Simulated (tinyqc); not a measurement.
Wafer bonding and layer transfer: bond energy, gap closing, particles, bonding of dissimilar wafers and hydrogen blisters: one step, computed by the program tinyqc. Command: `OMP_NUM_THREADS=1 python tinyqc.py 3004660 3004661 out.jsonl bond walk`. One thread of a shared host (Intel(R) Xeon(R) Processor @ 2.30GHz), about 0.01 s of CPU time with the checks.

gamma is the energy per area of each of the two surfaces; plates are isotropic, and both wafers have E1 and t1.

Question. Blistering after hydrogen implantation. A flat crack of radius r under a layer of thickness d, as a clamped plate: centre height w = 3 p r^4/(16 E' d^3), volume pi r^2 w/3, energy release G = 3 p^2 r^4/(32 E' d^3), E' = E1/(1 - nu^2). It grows when G = 2 gamma_s. The gas comes from the area pi r^2: p V = (dose x share/2) pi r^2 k_B T, and G = p w/2 = (3/2) N k_B T with N the H2 molecules per area. Share needed: G = 2 gamma_s. The pressure and height at growth are given for r = 10 d.

Inputs (values chosen for the exercise, with wafer 1 close to silicon): Young's modulus E1 = 132 GPa; Poisson ratio nu = 0.28; implant depth d = 0.25 micrometre; hydrogen dose = 3.8 1e16/cm^2; share of the dose released as H2 = 0.075; surface energy of the weakened plane gamma_s = 1.1 J/m^2; anneal temperature T = 750 K.

Constants: k_B = 1.380649e-23 J/K.

Give: energy release G; share of the dose needed; pressure at growth; height at growth.

Answer.

energy release G = 0.2213 J/m^2

share of the dose needed = 0.7455

pressure at growth = 36.67 MPa

height at growth = 120 nm

The released gas does not suffice by this estimate. In this plate limit G depends on neither r nor d.
